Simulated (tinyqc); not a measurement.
Piezoresistors in the (001) plane of a cubic crystal: one step of the calculation.

Plane stress in crystal axes x = [100], y = [010]. First-order piezoresistance: d rho_xx/rho = p11 sxx + p12 syy, d rho_yy/rho = p12 sxx + p11 syy, d rho_xy/rho = p44 sxy; a resistor along d = (cos th, sin th) changes by dR/R = d.(d rho/rho).d. Changes of geometry and second-order terms are left out.

Task. Longitudinal and transverse coefficients. For uniaxial stress along or across the current: pL = p11 - (A/2) sin^2(2 th), pT = p12 + (A/2) sin^2(2 th), A = p11 - p12 - p44. Gauge factor along [110]: E (p11 + p12 + p44)/2.

Values chosen for this exercise; coefficients close to those of lightly doped p-type silicon: piezoresistive coefficient p11 = 6.75 x 1e-11/Pa; piezoresistive coefficient p12 = -1.1 x 1e-11/Pa; piezoresistive coefficient p44 = 137 x 1e-11/Pa; angle of the current from [100] th = 45 deg; Young's modulus along [110] E = 161 GPa.

Give: A; pL; pT; gauge factor.

Result.

A = -129.2 x 1e-11/Pa
pL = 71.33 x 1e-11/Pa
pT = -65.67 x 1e-11/Pa
gauge factor = 114.8

Computed by the program tinyqc: `OMP_NUM_THREADS=1 python tinyqc.py 2530021 2530022 out.jsonl`, one thread of a shared Intel Xeon 2.30GHz, about 0.01 s for the whole run.
